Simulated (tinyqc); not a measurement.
Metal-induced gap states at the contact of a metal chain and a two-band chain: one step. Pinning factor. Two cases, with inputs chosen for the exercise.

Task: Gap states per area N = 2 Ds/a^2 (two spins). Charge in them sits a distance xi from the metal, so S = 1/(1 + 4 pi e^2 N xi/eps), e^2 meaning e^2/(4 pi eps0); S is the change of the barrier per change of the metal work function.

Constants: e^2/(4 pi eps0) = 14.39964547 eV angstrom.

Case 1.

Values chosen (out of a larger set: gap and optical dielectric constant near those of SiC; the chain itself is a model; not measured data): a = 3.08 angstrom (period (two sites); one chain for each area a^2); eps = 6.4 (dielectric constant).

Ds, the density per spin summed over the semiconductor = 0.0414478 1/eV
xi, the decay length of the density = 2.72769 angstrom

Case 2.

Values chosen (out of a larger set: gap and optical dielectric constant near those of SiC; the chain itself is a model; not measured data): a = 3.08 angstrom (period (two sites); one chain for each area a^2); eps = 6.3 (dielectric constant).

Ds, the density per spin summed over the semiconductor = 0.1009242 1/eV
xi, the decay length of the density = 2.44276 angstrom

Give: N; 4 pi e^2 N xi/eps; S.

Result:

Case 1.

N = 8.738e+13 1/(eV cm^2)
4 pi e^2 N xi/eps = 0.6739
S = 0.5974

Case 2.

N = 2.128e+14 1/(eV cm^2)
4 pi e^2 N xi/eps = 1.4929
S = 0.4011

Partial pinning, between the Bardeen (0) and Schottky (1) limits.

Computed by tinyqc, one run a case: `OMP_NUM_THREADS=1 python tinyqc.py N N+1 out.jsonl` with N = 1482153, 1482295; one thread of a shared Intel(R) Xeon(R) Processor @ 2.30GHz, about 0.01 s a run at most.
